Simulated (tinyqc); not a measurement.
Charge neutrality of a doped semiconductor with incomplete ionisation: one step, computed by the program tinyqc.

Energies are counted from the top of the valence band; E_D is measured down from the conduction band and E_A up from the valence band.

Problem. Gap and effective densities of states. E_g = E_g0 - alpha T^2/(T + beta). N_c = 2 M_c (2 pi m_e k_B T/h^2)^(3/2) and N_v = 2 (2 pi m_h k_B T/h^2)^(3/2), masses in units of m_0. n_i = sqrt(N_c N_v) exp(-E_g/(2 k_B T)); E_i = E_g/2 + (k_B T/2) ln(N_v/N_c).

Inputs (values chosen for the exercise, modelled on germanium):
```
quantity,value,unit
gap at 0 K E_g0,0.735,eV
Varshni alpha,0.000479,eV/K
Varshni beta,244,K
electron mass m_e,0.215,m_0
valleys M_c,4,-
hole mass m_h,0.353,m_0
temperature T,250,K
```

Doping: n-type. Statistics of the bands: Fermi-Dirac.

Constants: m_0 = 9.1093837015e-31 kg; k_B = 1.380649e-23 J/K; h = 6.62607015e-34 J s; k_B = 8.617333262e-05 eV/K.

Give: gap E_g; N_c; N_v; k_B T; intrinsic density n_i; intrinsic level E_i.

Solution.

gap E_g = 0.6744 eV

N_c = 7.612e+18 cm^-3

N_v = 4.004e+18 cm^-3

k_B T = 0.02154 eV

intrinsic density n_i = 8.798e+11 cm^-3

intrinsic level E_i = 0.3303 eV
